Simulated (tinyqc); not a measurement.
Precursor delivery and alloy composition in metal-organic vapour-phase epitaxy. Changing the source 2: bath temperature. Computed by tinyqc, a small Python program. Command: `OMP_NUM_THREADS=1 python tinyqc.py 3024907 3024908 out.jsonl movpe sweep`. One thread of a shared host (Intel(R) Xeon(R) Processor @ 2.30GHz), about 0.01 s of CPU time with the checks.

Carrier gas leaves each bubbler saturated. Group-III species cross a boundary layer and react at the surface; element 2 can also desorb. The film is (1)_(1-x) (2)_x V with a zinc-blende cell.

Inputs (values chosen for the exercise, close to those used for InGaAs from TMGa and TMIn):

| quantity | value | unit |
|---|---|---|
| source 1: a in log10(p/torr) = a - b/T | 8.07 | - |
| source 1: b | 1703 | K |
| source 1: bath temperature | -9 | C |
| source 1: carrier flow | 9.9 | sccm |
| source 2: a | 10.52 | - |
| source 2: b | 3014 | K |
| source 2: carrier flow | 120 | sccm |
| bubbler pressure p_b | 600 | torr |
| group-V hydride flow | 260 | sccm |
| total flow | 19 | slm |
| reactor pressure p | 760 | torr |
| diffusivity D0 at 273.15 K and 760 torr | 0.42 | cm^2/s |
| boundary layer delta | 1.6 | cm |
| prefactor of the surface rate k_s | 9e+13 | cm/s |
| energy of k_s | 1.98 | eV |
| prefactor of the loss of element 2 | 2.6e+16 | layers/s |
| energy of the loss | 3.18 | eV |
| lattice constant a | 5.75 | angstrom |
| growth temperature T | 670 | C |

Constants: k_B = 1.380649e-23 J/K; k_B = 8.617333262e-05 eV/K.

Method:
- Temperatures in kelvin are T(C) + 273.15.
- Vapour pressure p_v = 10^(a - b/T); precursor flow = carrier flow x p_v/(p_b - p_v); 1 sccm = 44.615 micromol/min; V/III = hydride flow over the sum of both; gas share x_g = F2/(F1 + F2).
- Partial pressure p_i = p F_i/(44615 x total flow in slm); density n_i = p_i/(k_B T), 1 torr = 133.322 Pa; D = D0 (T/273.15)^1.75 (760/p), h = D/delta, the same for both; k_s = prefactor x exp(-energy/(k_B T)); arrival J_i = n_i/(1/h + 1/k_s); in layers per second g_i = J_i a^2/2 (two group-III sites per a^2 on (001)).
- Loss of element 2 is r x with r = prefactor x exp(-energy/(k_B T)). Then x = (g2 - r x)/(g1 + g2 - r x), or r x^2 - (g1 + g2 + r) x + g2 = 0, smaller root; growth rate G = g1/(1 - x) layers/s; one layer is a/2 thick, 1 angstrom/s = 0.36 um/h.
- Distribution coefficient = [x/(1 - x)]/[x_g/(1 - x_g)], x_g = g2/(g1 + g2).

One run for each value:

| source 2: bath temperature (C) | solid share x | growth rate G (um/h) | gas share x_g |
|---|---|---|---|
| 9 | 0.13381 | 1.3814 | 0.15618 |
| 11 | 0.15575 | 1.4174 | 0.18041 |
| 13 | 0.18027 | 1.4597 | 0.20708 |
| 15 | 0.20741 | 1.5097 | 0.23614 |
| 17 | 0.23713 | 1.5685 | 0.26745 |
| 21 | 0.30380 | 1.7187 | 0.33593 |
| 23 | 0.34025 | 1.8137 | 0.37248 |
| 25 | 0.37830 | 1.9247 | 0.41004 |

Give the missing row, source 2: bath temperature (C) = 19.

Computed row:
```
source 2: bath temperature (C)  solid share x  growth rate G (um/h)  gas share x_g
19                                    0.26933                1.6377        0.30081
```

Interpolating between the two neighbouring rows (linearly) misses most in solid share x, by 0.42 %. Over the rows, solid share x rises from 0.134 to 0.378; growth rate G (um/h) rises from 1.38 to 1.92; gas share x_g rises from 0.156 to 0.410. The vapour pressure rises by about 8.2 % per kelvin, so bath control sets composition control.

Caution (all rows): the lattice constant is held fixed as x changes, delta does not respond to the flow, both precursors share one D and k_s, and gas-phase side reactions are left out.
